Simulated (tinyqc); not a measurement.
# MOS capacitor on a p-type substrate, surface potential from the exact charge relation: effects of single changes

Uniform p-type substrate, Boltzmann statistics, full ionisation, classical densities. psi is the surface potential against the body (positive when the bands bend down) and u = psi/Vt. Traps are spread evenly over the gap and neutral at flat band, so their charge is -q Dit psi; the minority quasi-Fermi level is shifted by Vb.

Inputs (values chosen for the exercise); band and dielectric values close to those of gallium arsenide: temperature T = 400 K; band gap Eg = 1.45 eV; relative permittivity eps_r = 12.7; conduction-band density of states at T Nc = 6.88e17 cm^-3; valence-band density of states at T Nv = 1.37e19 cm^-3; electron affinity chi = 4.01 eV; acceptor density of the substrate N = 1.2e18 cm^-3; relative permittivity of the gate insulator (close to silicon dioxide) eox = 3.9; insulator thickness tox = 8.1 nm; gate work function phiM = 4.56 eV; fixed charge at the interface, in units of q Nf = 8.2e10 cm^-2; density of interface traps Dit = 0 cm^-2 eV^-1; reverse bias of the inversion layer against the body Vb = 0 V.

Constants: q = 1.602176634e-19 C, kB = 1.380649e-23 J/K, Vt = kB T/q, eps0 = 8.8541878128e-14 F/cm where lengths are in cm. Results are converted to the units shown.

Each table varies one quantity; the others keep the values above.

## Capacitance-voltage curves

ni = sqrt(Nc Nv) exp(-Eg/(2 Vt)), Eg in volts; phiF = Vt ln(N/ni); Cox = eps0 eox/tox; Vfb = phiM - chi - (Eg - Vt ln(Nv/N)) - q Nf/Cox; Q0 = sqrt(2 eps0 eps_r q N Vt); r = (ni/N)^2 exp(-Vb/Vt); VT = Vfb + [(2 phiF + Vb)(1 + q Dit/Cox) + sqrt(2 eps0 eps_r q N (2 phiF + Vb))/Cox]. u = psi/Vt; F^2 = exp(-u) + u - 1 + r (exp(u) - u - 1); Qs = -sign(u) Q0 F; Cs = -dQs/dpsi = (Q0/Vt) |1 - exp(-u) + r (exp(u) - 1)|/(2 F). psi solves Vg = Vfb + psi + (q Dit psi - Qs)/Cox. Low frequency: 1/C_LF = 1/Cox + 1/(Cs + q Dit). High frequency, in the simple estimate in which traps and minority carriers do not follow: 1/C_HF = 1/Cox + 1/Cd, Cd being Cs with r = 0 at the same psi. Deep depletion: r = 0 and Dit = 0 both in the equation for psi and in Cs. Minority sheet density N_inv = (Q0/(2 q)) int_0^u r (exp(t) - 1)/F(t) dt for u > 0. N_inv under 1 cm^-2 is printed as 0. Regimes: accumulation when majority carriers gather, then depletion up to |psi| = phiF + Vb, weak inversion up to 2 phiF + Vb, strong inversion beyond.

Capacitance-voltage curves:

| Vg (V) | psi (V) | C_LF/Cox | C_HF/Cox | C_deep/Cox | N_inv (cm^-2) | regime |
|---|---|---|---|---|---|---|
| -1.51 | -0.068516 | 0.92648 | 0.92648 | 0.92648 | 0 | accumulation |
| -1.02 | -0.022780 | 0.88109 | 0.88109 | 0.88109 | 0 | accumulation |
| -0.53 | 0.056280 | 0.78599 | 0.78599 | 0.78599 | 0 | depletion |
| -0.04 | 0.19283 | 0.65871 | 0.65871 | 0.65871 | 0 | depletion |
| 0.44 | 0.38009 | 0.56744 | 0.56744 | 0.56744 | 0 | depletion |
| 0.93 | 0.60838 | 0.50447 | 0.50447 | 0.50447 | 15.718 | depletion |
| 1.42 | 0.86294 | 0.45867 | 0.45867 | 0.45867 | 20865 | weak inversion |
| 1.91 | 1.1372 | 0.42362 | 0.42344 | 0.42344 | 5.1263e7 | weak inversion |
| 2.4 | 1.4037 | 0.63594 | 0.39726 | 0.39525 | 1.0341e11 | strong inversion |
| 2.89 | 1.4877 | 0.91567 | 0.39015 | 0.37204 | 1.0494e12 | strong inversion |
| 3.38 | 1.5176 | 0.95423 | 0.38773 | 0.35248 | 2.2350e12 | strong inversion |

What does the comparison show, and why?

C_LF/Cox is lowest, 0.424, at Vg = 1.91 V (weak inversion) among the rows listed and is 0.954 in the last row, where C_HF/Cox is 0.388 and the deep-depletion value 0.352. Vfb = -0.847 V, where C_HF/Cox = 0.855 (Cox in series with eps0 eps_r/LD), and VT = 2.35 V. Over the last two rows psi moves by only 0.061 V a volt of gate bias, since the inversion charge screens the body. In strong accumulation and inversion degeneracy and confinement, left out here, lower the capacitance.

## Effect of the insulator thickness on threshold and swing

ni = sqrt(Nc Nv) exp(-Eg/(2 Vt)), Eg in volts; phiF = Vt ln(N/ni); Cox = eps0 eox/tox; Vfb = phiM - chi - (Eg - Vt ln(Nv/N)) - q Nf/Cox; VT = Vfb + [(2 phiF + Vb)(1 + q Dit/Cox) + sqrt(2 eps0 eps_r q N (2 phiF + Vb))/Cox]. gamma = sqrt(2 eps0 eps_r q N)/Cox; Wm = sqrt(2 eps0 eps_r (2 phiF + Vb)/(q N)); m = 1 + (eps0 eps_r/Wm + q Dit)/Cox; swing m Vt ln 10; Cmin/Cox = 1/(1 + Cox Wm/(eps0 eps_r)).

The same in every row: 2 phiF (V) = 1.385; Wm (nm) = 40.25.

Effect of the insulator thickness on threshold and swing:

| tox (nm) | Vfb (V) | gamma (V^0.5) | VT (V) | m | swing (mV/decade) | Cmin/Cox |
|---|---|---|---|---|---|---|
| 2 | -0.8237 | 0.3808 | 1.010 | 1.162 | 92.21 | 0.1393 |
| 3 | -0.8275 | 0.5713 | 1.230 | 1.243 | 98.63 | 0.1953 |
| 4.5 | -0.8332 | 0.8569 | 1.561 | 1.364 | 108.3 | 0.2669 |
| 6.6 | -0.8412 | 1.257 | 2.023 | 1.534 | 121.7 | 0.3481 |
| 9.9 | -0.8537 | 1.885 | 2.750 | 1.801 | 142.9 | 0.4447 |
| 15 | -0.8731 | 2.856 | 3.874 | 2.213 | 175.7 | 0.5482 |
| 22 | -0.8998 | 4.189 | 5.416 | 2.780 | 220.6 | 0.6403 |
| 32 | -0.9378 | 6.094 | 7.619 | 3.589 | 284.8 | 0.7213 |

Read the table: what changes, and by how much?

As tox goes from 2 to 32, VT rises from 1.01 to 7.62 V, the swing rises from 92.2 to 285 mV/decade and Cmin/Cox rises from 0.139 to 0.721. Of the change of VT by 6.61 V, -0.114 V comes from Vfb and 6.72 V from the band bending and the charge it takes. m - 1 goes as tox^(1.00), that is as 1/Cox.

## Effect of the reverse bias of the inversion layer against the body on threshold and swing

Same model as above.

In this table Dit = 0 cm^-2 eV^-1.

The same in every row: Vfb (V) = -0.8469; 2 phiF (V) = 1.385; gamma (V^0.5) = 1.542.

Effect of the reverse bias of the inversion layer against the body on threshold and swing:

| Vb (V) | VT (V) | Wm (nm) | m | swing (mV/decade) | Cmin/Cox |
|---|---|---|---|---|---|
| 0 | 2.354 | 40.25 | 1.655 | 131.4 | 0.3959 |
| 0.4 | 2.999 | 45.70 | 1.577 | 125.2 | 0.3660 |
| 0.8 | 3.618 | 50.56 | 1.522 | 120.8 | 0.3428 |
| 1.2 | 4.218 | 54.99 | 1.480 | 117.4 | 0.3242 |
| 1.6 | 4.803 | 59.09 | 1.446 | 114.8 | 0.3086 |
| 2 | 5.376 | 62.93 | 1.419 | 112.6 | 0.2954 |
| 2.4 | 5.939 | 66.54 | 1.396 | 110.8 | 0.2839 |
| 2.8 | 6.494 | 69.97 | 1.377 | 109.3 | 0.2738 |

What does the table show?

As Vb goes from 0 to 2.8, VT rises from 2.35 to 6.49 V, the swing falls from 131 to 109 mV/decade and Cmin/Cox falls from 0.396 to 0.274. Vfb does not move. The slope |dVT/dVb| between the first two rows is 1.61, close to m (VT is counted against the body; against the source it is m - 1).

tinyqc, about 0.01 s, one thread, Intel Xeon 2.30GHz (shared host): `OMP_NUM_THREADS=1 python tinyqc.py 2060016 2060017 out.jsonl`
